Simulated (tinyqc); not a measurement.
Comparisons within one model: density of states of one tight-binding band on the simple cubic lattice. A value that a table varies takes the place of the one given here.

E(k) = -2 t (c1 + c2 + c3) - 4 t2 (c1 c2 + c2 c3 + c3 c1) with ci = cos(2 pi ki); k in fractions of the reciprocal vectors, mesh k_i = j/N with j = 0 .. N-1. Densities are per cell and per spin, so the band holds one state.

Each cube of the mesh, corners numbered 0 to 7 as the binary number (i j l), is cut into six tetrahedra around the diagonal 0-7: 0137, 0157, 0237, 0267, 0457, 0467. For corner energies e1 <= e2 <= e3 <= e4 and eij = ei - ej, the share of the tetrahedron below E is n = (E - e1)^3/(e21 e31 e41) for e1 < E < e2; n = [e21^2 + 3 e21 x + 3 x^2 - (e31 + e42) x^3/(e32 e42)]/(e31 e41) with x = E - e2 for e2 < E < e3; n = 1 - (e4 - E)^3/(e41 e42 e43) for e3 < E < e4; its density of states is g = dn/dE.

Gaussian broadening: g(E) = mean over the mesh of exp(-(E - E_k)^2/(2 sigma^2))/(sigma sqrt(2 pi)), n(E) = mean of erfc((E_k - E)/(sigma sqrt 2))/2.

Values chosen for the exercise: t = 0.59 eV (nearest hopping); t2 = 0.08 eV (second hopping); N2 = 10 (mesh points along each axis in this comparison); sigma = 0.177 eV (Gaussian width); E = -0.73 eV (energy at which the density is wanted).

## Three ways to the same curve

N = N2 here; the reference is the linear method with N = 36.

g(E) (1/eV):

| E (eV) | reference | linear tetrahedra | Gaussian, sigma | Gaussian, sigma/4 | reference n(E) |
|---|---|---|---|---|---|
| -3.856 | 0.026 | 0.025 | 0.032 | 0.073 | 0.011 |
| -3.212 | 0.043 | 0.042 | 0.035 | 0.043 | 0.033 |
| -2.568 | 0.063 | 0.063 | 0.058 | 0.051 | 0.067 |
| -1.925 | 0.090 | 0.089 | 0.131 | 0.164 | 0.116 |
| -1.281 | 0.134 | 0.134 | 0.108 | 0.023 | 0.186 |
| -0.637 | 0.226 | 0.235 | 0.161 | 0.119 | 0.304 |
| 0.006 | 0.239 | 0.247 | 0.225 | 0.074 | 0.454 |
| 0.650 | 0.259 | 0.270 | 0.265 | 0.262 | 0.614 |
| 1.293 | 0.288 | 0.311 | 0.274 | 0.161 | 0.789 |
| 1.937 | 0.154 | 0.146 | 0.156 | 0.188 | 0.937 |

What does this show, and why?

Root-mean-square errors against the reference: 0.0093 for linear tetrahedra, 0.0268 for sigma and 0.0872 for sigma/4. The narrow Gaussian is worse than the wide one, because it resolves the separate mesh levels. The reference is highest at 1.293 eV of the energies listed, and half filling lies between 0.006 and 0.650 eV.

## Convergence with the mesh

At the energy E; the plain count is the share of mesh points below E; the reference is the linear method with N = 36.

Results:

| N | points | g linear | n linear | g Gaussian | n Gaussian | n plain count |
|---|---|---|---|---|---|---|
| 4 | 64 | 0.2311 | 0.2568 | 0.0974 | 0.3319 | 0.3438 |
| 6 | 216 | 0.2328 | 0.2710 | 0.1720 | 0.2847 | 0.2778 |
| 8 | 512 | 0.2356 | 0.2768 | 0.2551 | 0.2964 | 0.2930 |
| 12 | 1728 | 0.2318 | 0.2811 | 0.1846 | 0.2853 | 0.2859 |
| 16 | 4096 | 0.2236 | 0.2823 | 0.2094 | 0.2847 | 0.2837 |
| 20 | 8000 | 0.2247 | 0.2827 | 0.2158 | 0.2848 | 0.2737 |

reference n and g: 0.2835  0.2246

What can be read from the table?

The linear n(E) stays within 0.002 of the reference from N = 16 on. The Gaussian g still moves by more than 1 % between the last two meshes. At the last mesh it lies -0.009 1/eV from the reference g and the linear g 0.000. The plain count errs by -0.0098 at the last mesh.

## Critical points

The gradient vanishes at these points by symmetry; the signs of the eigenvalues of the second-derivative matrix give the type.

Critical points:

| point | k | E (eV) | positive | negative | type |
|---|---|---|---|---|---|
| Gamma | (0, 0, 0) | -4.5000 | 3 | 0 | minimum |
| X | (0.5, 0, 0) | -0.8600 | 2 | 1 | saddle |
| M | (0.5, 0.5, 0) | 1.5000 | 1 | 2 | saddle |
| R | (0.5, 0.5, 0.5) | 2.5800 | 0 | 3 | maximum |

How do the results move?

Gamma is a minimum at -4.500 eV: its contribution to g starts as a square root. X is a saddle at -0.860 eV: g has a square-root kink there. M is a saddle at 1.500 eV: g has a square-root kink there. R is a maximum at 2.580 eV: its contribution to g ends as a square root.

## What moves the count of states

Linear method and Gaussian sum with N = 14. Each row changes one parameter from the base and keeps the others.

Results:

| case | n linear | g linear (1/eV) | n Gaussian | g Gaussian (1/eV) |
|---|---|---|---|---|
| base | 0.2819 | 0.2269 | 0.2846 | 0.2055 |
| t = 0.649 eV | 0.3002 | 0.2068 | 0.3014 | 0.2017 |
| E = -0.671 eV | 0.2952 | 0.2249 | 0.2969 | 0.2149 |
| sigma = 0.354 eV | 0.2819 | 0.2269 | 0.2893 | 0.2035 |
| t2 = 0.11 eV | 0.2685 | 0.2129 | 0.2733 | 0.1855 |

What can be read from the table?

The largest shifts from the base row, up to three for each result and ties (the steps differ in size, so this ranks the rows, not the parameters). n linear: t +0.0183, t2 -0.0134, E +0.0133; unchanged at the printed digits by sigma. g linear (1/eV): t -0.0200, t2 -0.0140, E -0.0020; unchanged at the printed digits by sigma. n Gaussian: t +0.0168, E +0.0124, t2 -0.0113. g Gaussian (1/eV): t2 -0.0200, E +0.0094, t -0.0038.

(tinyqc, `OMP_NUM_THREADS=1 python tinyqc.py 1682323 1682324 out.jsonl`, Intel(R) Xeon(R) Processor @ 2.30GHz, 1 thread, shared host, about 0.2 s.)
